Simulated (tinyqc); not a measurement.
Coverage against grain size: equilibrium and kinetic segregation of a solute to boundaries and growing surfaces. Computed by tinyqc, a small Python program. Command: `OMP_NUM_THREADS=1 python tinyqc.py 3023643 3023644 out.jsonl segreg walk`. One thread of a shared host (Intel(R) Xeon(R) Processor @ 2.30GHz), about 0.01 s of CPU time with the checks.

Inputs (values chosen for the exercise, modelled on phosphorus in polycrystalline silicon): segregation energy Q = 0.462 eV; interaction z w (positive attracts) = -0.067 eV; total solute fraction x0 = 0.00037; temperature T = 1150 K; boundary thickness delta = 0.36 nm.

Isotherm: Fowler-Guggenheim.

Constants: k_B = 8.617333262e-05 eV/K.

Method. With theta the solute fraction on boundary sites and x that in the grains, theta/(1 - theta) = [x/(1 - x)] exp[(Q + z w theta)/(k_B T)]. Finite grains: boundary sites are the fraction f = 3 delta/d, and x0 = (1 - f) x + f theta; solve both equations for theta; share at boundaries = f theta/x0.

At T:
```
d (nm)     theta  x in the grains  share at boundaries (%)
15      0.004577       4.3576e-05                   89.071
30      0.008180       7.8344e-05                   79.588
60      0.013460       1.3006e-04                   65.481
120     0.019809       1.9346e-04                   48.183
250     0.026150       2.5815e-04                   30.532
500     0.030616       3.0453e-04                   17.873
1000    0.033442       3.3424e-04                    9.761
5000    0.036085       3.6228e-04                    2.107
```

From the largest grains to the smallest the share at boundaries rises from 2.1 to 89 %, and x/x0 falls to 0.12. In the dilute limit x/x0 = 1/(1 - f + f exp(Q/(k_B T))), which gives 0.12 at 15 nm.

Extremes, crossings and ranges named in words are read from the listed rows.
